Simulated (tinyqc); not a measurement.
Raman shift of the zone-centre optical phonon of a diamond-structure crystal under stress: one step, computed by the program tinyqc. Command: `OMP_NUM_THREADS=1 python tinyqc.py 3026560 3026561 out.jsonl ramanstress walk`. One thread of a shared host (Intel(R) Xeon(R) Processor @ 2.30GHz), about 0.01 s of CPU time with the checks.

Axes x, y, z are the cube axes. Strain shifts the threefold optical mode and can split it; p, q and r are the phonon deformation potentials.

Task: Stress and strain tensors. Uniaxial stress along the unit vector n of the axis: sigma_ij = sigma n_i n_j. eps_xx = S11 sigma_xx + S12 (sigma_yy + sigma_zz), and cyclic; eps_xy = S44 sigma_xy/2 (tensor strain).

Inputs (values chosen for the exercise, modelled on silicon): stress sigma (tension positive) = 0.23 GPa.

Stress state: uniaxial. Axis: [210].

S44 = 12.67588 1/TPa

S11 = 7.605707 1/TPa

S12 = -2.110577 1/TPa

Give: stress; strain; volume strain.

Result:

stress (GPa):
```
       x      y      z
x  0.184  0.092  0.000
y  0.092  0.046  0.000
z  0.000  0.000  0.000
```

strain (per mille):
```
       x       y       z
x  1.302   0.583   0.000
y  0.583  -0.038   0.000
z  0.000   0.000  -0.485
```

volume strain = 0.7784 per mille
